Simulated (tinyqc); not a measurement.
# Frequency dispersion of an accumulation capacitance by border traps, distributed model: two studies

Traps spread evenly through the insulator exchange electrons with the semiconductor by tunnelling, with tau(x) = t0 exp(2 ka x) at depth x from the interface. The admittance per area Y seen at depth x obeys dY/dx = -Y^2/(i w eps0 eox) + q Nb ln(1 + i w tau)/tau, with Y(0) = i w Cs and w = 2 pi f; the gate sees Y(tox) = G + i w C. Working variable y = Y/(i w), in uF/cm^2. Cox = eps0 eox/tox.

Inputs (values chosen for the exercise); permittivity close to that of aluminium oxide: relative permittivity of the insulator eox = 8.42; insulator thickness tox = 8 nm; semiconductor capacitance in accumulation Cs = 6.7 uF/cm^2; density of border traps Nb = 1.5e20 cm^-3 eV^-1; decay constant of the wave function in the insulator ka = 4.8 1/nm; time constant of a trap at the interface t0 = 1e-10 s; frequency f = 10000 Hz.

Constants: q = 1.602176634e-19 C, eps0 = 8.8541878128e-14 F/cm where lengths are in cm. Results are converted to the units shown.

Each table varies one quantity; the others keep the values above.

## Capacitance and loss against frequency

Cox; trap-free value 1/(1/Cox + 1/Cs); response depth d = ln(1/(w t0))/(2 ka), where w tau = 1; lumped estimate: all traps within d act as C_bt = q Nb d placed at d/2, so C = 1/{1/[1/(1/Cs + d/(2 eps0 eox)) + C_bt] + (tox - d/2)/(eps0 eox)}. C and G from a fine integration; dispersion -d C/d log10 f over C, from f times and over 1.1. For a broad spread of time constants G/w is close to -(pi/2) dC/d ln w.

The same in every row: trap-free C (uF/cm^2) = 0.8181.

Capacitance and loss against frequency:
```
f (Hz)  d (nm)  C (uF/cm^2)  G/w (uF/cm^2)  dispersion (% a decade)  -(pi/2) dC/d ln w (uF/cm^2)  lumped C (uF/cm^2)
10       1.967       0.9815        0.01944                    2.902                      0.01943              0.9418
100      1.727       0.9542        0.01790                    2.748                      0.01789              0.9230
1000     1.488       0.9291        0.01639                    2.585                      0.01639              0.9049
10000    1.248       0.9061        0.01490                    2.410                      0.01490              0.8877
1e5      1.008       0.8854        0.01339                    2.218                      0.01340              0.8713
1e6     0.7680       0.8669        0.01187                    2.008                      0.01187              0.8561
1e7     0.5281       0.8506        0.01030                    1.777                      0.01031              0.8423
```

C falls from 0.9815 to 0.8506 uF/cm^2, towards the trap-free 0.8181; each decade of frequency removes ln 10/(2 ka) = 0.240 nm from the response depth. The dispersion falls from 2.90 to 1.78 % a decade and G/w falls from 0.0194 to 0.0103 uF/cm^2. G/w lies between 0.999 and 1.00 times -(pi/2) dC/d ln w, the relation for a broad spread of time constants.

## Effect of the decay constant of the wave function in the insulator

Same model as above.

The same in every row: trap-free C (uF/cm^2) = 0.8181.

Result of one run:
```
ka (1/nm)  d (nm)  C (uF/cm^2)  G/w (uF/cm^2)  dispersion (% a decade)  -(pi/2) dC/d ln w (uF/cm^2)  lumped C (uF/cm^2)
4.6         1.302       0.9117        0.01594                    2.562                      0.01594              0.8915
```

What becomes of these results when the decay constant of the wave function in the insulator ka is changed from 4.6 to 5.3 1/nm, all else the same?

Result of the changed run:
```
ka (1/nm)  d (nm)  C (uF/cm^2)  G/w (uF/cm^2)  dispersion (% a decade)  -(pi/2) dC/d ln w (uF/cm^2)  lumped C (uF/cm^2)
5.3         1.130       0.8945        0.01275                    2.090                      0.01275              0.8795
```

The whole series:
```
ka (1/nm)  d (nm)  C (uF/cm^2)  G/w (uF/cm^2)  dispersion (% a decade)  -(pi/2) dC/d ln w (uF/cm^2)  lumped C (uF/cm^2)
2.5         2.396        1.057        0.04516                    6.241                      0.04502              0.9768
3.2         1.872       0.9795        0.02900                    4.334                      0.02896              0.9342
3.9         1.536       0.9375        0.02081                    3.252                      0.02080              0.9085
4.6         1.302       0.9117        0.01594                    2.562                      0.01594              0.8915
5.3         1.130       0.8945        0.01275                    2.090                      0.01275              0.8795
6          0.9981       0.8823        0.01053                    1.749                      0.01053              0.8707
6.7        0.8939       0.8732       0.008901                    1.495                     0.008903              0.8640
7.4        0.8093       0.8663       0.007670                    1.298                     0.007672              0.8587
```

As ka goes from 2.5 to 7.4, C falls from 1.06 to 0.866 uF/cm^2, the dispersion falls from 6.24 to 1.30 % a decade and G/w falls from 0.0452 to 0.00767 uF/cm^2. The lumped estimate is 7.6 % below C in the first row and 0.88 % below it in the last.

Numbers from tinyqc (`OMP_NUM_THREADS=1 python tinyqc.py 2202007 2202008 out.jsonl`; about 0.6 s on one thread of a shared Intel Xeon 2.30GHz).
